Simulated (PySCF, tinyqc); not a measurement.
Worked calculation: G0W0 on RHF in the sto-3g basis, for H4, spin multiplicity 1. The lowest restricted solution is unstable here: a spin-polarised one lies 0.0486 hartree lower (PySCF). One step of it, computed by the program tinyqc.

Task: Screening: direct RPA. With D = e_a - e_i and K = (ia|jb): diagonalise D^(1/2) (D + 4K) D^(1/2) = Z w^2 Z^T; X + Y = D^(1/2) Z w^(-1/2), each column of Z with its largest component positive (the first on a tie); E_c = (sum w - tr (D + 2K)) / 2.

orbital energies (hartree): MO1 -0.547211, MO2 -0.310896, MO3 0.167328, MO4 0.633779

Two-electron integrals over orbitals (pq|rs), unique and non-zero (hartree):
```
(11|11) 0.481024    (21|21) 0.135133    (22|11) 0.388568    (22|22) 0.417920
(31|11) -0.091144   (31|22) 0.021395    (31|31) 0.104929    (32|21) 0.102330
(32|32) 0.161832    (33|11) 0.399298    (33|22) 0.416675    (33|31) 0.010308
(33|33) 0.431158    (41|21) 0.049179    (41|32) -0.049536   (41|41) 0.109493
(42|11) 0.089213    (42|22) -0.013525   (42|31) -0.097218   (42|33) -0.015504
(42|42) 0.102362    (43|21) -0.132679   (43|32) -0.105739   (43|41) -0.048217
(43|43) 0.143116    (44|11) 0.502076    (44|22) 0.412731    (44|31) -0.093142
(44|33) 0.425342    (44|42) 0.096837    (44|44) 0.549448
```

Give: D^(1/2) (D + 4K) D^(1/2); excitation energies w; X + Y; RPA correlation energy.

Result:

D^(1/2) (D + 4K) D^(1/2) (hartree^2), lower triangle:
```
        1>3     1>4    2>3    2>4
1>3   0.810
1>4   0.000   1.912
2>3   0.000  -0.149  0.538
2>4  -0.319   0.000  0.000  1.279
```

excitation energies w (hartree): 0.723  0.805  1.200  1.389

X + Y:
```
         1      2       3       4
1>3  0.000  0.840  -0.349   0.000
1>4  0.136  0.000   0.000   0.917
2>3  0.809  0.000   0.000  -0.063
2>4  0.000  0.489   0.791   0.000
```

RPA correlation energy = -0.07932 hartree
